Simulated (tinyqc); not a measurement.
Hubbard ring of 6 sites, step by step. Computed by tinyqc, a small Python program that keeps every step. Settings: hopping = 0.52, U = 10.0, mixing = 1, iteration cap = 52. Command: `OMP_NUM_THREADS=1 python tinyqc.py 31156 31157 out.jsonl` (the two numbers bound the seeds that draw the settings). One thread of a shared host (Intel(R) Xeon(R) Processor @ 2.60GHz), about 0.2 s of CPU time with the checks. Later iterations appear only in the table of the cycle.

## Mean-field iteration 1

one-body matrix (hopping and site energies) (eV), lower triangle:
```
,1,2,3,4,5,6
1,0.860000
2,-0.520000,-0.360000
3,0.000000,-0.520000,-0.810000
4,0.000000,0.000000,-0.520000,-0.050000
5,0.000000,0.000000,0.000000,-0.520000,-0.400000
6,-0.520000,0.000000,0.000000,0.000000,-0.520000,0.350000
```

U = 10.000000 eV

electrons, up and down: 1  1

mixing = 1

n(up) at the start (a guess, not normalised): 1 0.217000, 2 0.117000, 3 0.217000, 4 0.117000, 5 0.217000, 6 0.117000

n(down) at the start (a guess): 1 0.117000, 2 0.217000, 3 0.117000, 4 0.217000, 5 0.117000, 6 0.217000

H(up) = T + U n(down), H(down) = T + U n(up); fill the lowest levels; n(new) = n + mixing (n(out) - n); E = tr T (rho up + rho down) + U sum n_up n_down of the output.

levels, up (eV): 0.027317  0.515970  1.376863  2.266136  2.393526  3.030188

levels, down (eV): 0.270637  0.746594  1.113994  1.858977  2.304621  3.315177

energy = 0.124751 eV

n(up) after iteration 1: 1 0.008384, 2 0.079864, 3 0.769600, 4 0.077647, 5 0.059601, 6 0.004904

n(down) after iteration 1: 1 0.023017, 2 0.429321, 3 0.278691, 4 0.203142, 5 0.043379, 6 0.022450

## Mean-field iteration 2

As before.

levels, up (eV): -0.420538  0.485029  1.303895  1.574333  2.491513  4.155768

levels, down (eV): -0.474055  0.045172  0.461971  1.081954  1.503696  6.971262

energy = 2.284105 eV

n(up) after iteration 2: 1 0.035828, 2 0.000791, 3 0.002141, 4 0.034294, 5 0.654703, 6 0.272243

n(down) after iteration 2: 1 0.075032, 2 0.030864, 3 0.001186, 4 0.097155, 5 0.469470, 6 0.326294

## Mean-field iteration 3

As before.

levels, up (eV): -1.189648  0.012023  0.999067  1.642354  3.473137  4.653067

levels, down (eV): -1.290446  -0.276995  0.493313  1.253142  3.132688  6.278298

energy = 2.819641 eV

n(up) after iteration 3: 1 0.006867, 2 0.189108, 3 0.755262, 4 0.048156, 5 0.000479, 6 0.000129

n(down) after iteration 3: 1 0.011793, 2 0.258656, 3 0.654741, 4 0.074170, 5 0.000405, 6 0.000235

## Convergence

Each step fills the lowest levels of T + U n(other spin) and sets n(new) = n + mixing (n(out) - n); stop when output and input agree to 1e-8.

Course of the cycle:
```
iteration,E (eV),largest |n(out) - n(in)|,mean |n_up - n_down|
1,0.12475146,5.53e-01,0.169044
2,2.28410472,7.67e-01,0.062063
3,2.81964108,7.53e-01,0.033532
4,3.51815170,7.55e-01,0.010513
5,2.57382352,7.14e-01,0.003292
6,3.29353044,6.93e-01,0.006065
7,2.61157562,6.93e-01,0.001687
8,3.16548004,6.80e-01,0.002768
9,2.62839737,6.80e-01,0.000696
10,3.11267592,6.73e-01,0.001091
11,2.63409816,6.73e-01,0.000263
...,...,...,...
42,3.08158470,6.69e-01,7.88e-11
43,2.63710006,6.69e-01,1.85e-11
44,3.08158470,6.69e-01,2.81e-11
45,2.63710006,6.69e-01,0
46,3.08158470,6.69e-01,1.00e-11
47,2.63710006,6.69e-01,0
48,3.08158470,6.69e-01,0
49,2.63710006,6.69e-01,0
50,3.08158470,6.69e-01,0
51,2.63710006,6.69e-01,0
52,3.08158470,6.69e-01,0
```

Not converged within 52 iterations: the residual has stopped falling: the iteration swings between two states. The lowest mean-field energy found from random starts is -2.20095 eV. Reruns (cap 100 unless said): mixing 0.2: not converged; mixing 0.5: not converged; mixing 0.9: not converged; the original settings with a cap of 400: not converged.

## Exact diagonalisation (36 states)

Lowest levels of the sector, and the double occupancy of the lowest state.

lowest levels (eV): -2.328608  -2.229105  -1.795670  -1.681160  -1.301459  -1.241519

double occupancy per site = 0.000596

## The lowest level by Lanczos steps

From a random start vector (not printed): a_j = <q_j|H|q_j>, b_j = norm of the remainder after orthogonalising; the Ritz value is the lowest eigenvalue of the tridiagonal matrix of a and b so far.

Lanczos:
```
j,a_j (eV),b_j (eV),lowest Ritz value (eV)
1,0.769704,3.901940,0.76970397
2,7.596524,3.207278,-1.00114139
3,1.557946,2.955936,-1.70575088
4,6.290301,3.752781,-2.00177773
5,2.242245,1.874335,-2.23143904
6,6.419348,4.931428,-2.26718964
7,3.899894,2.306389,-2.30385621
8,7.123623,4.949737,-2.31183727
9,2.838597,1.295680,-2.32417042
10,4.378204,4.798451,-2.32587871
```
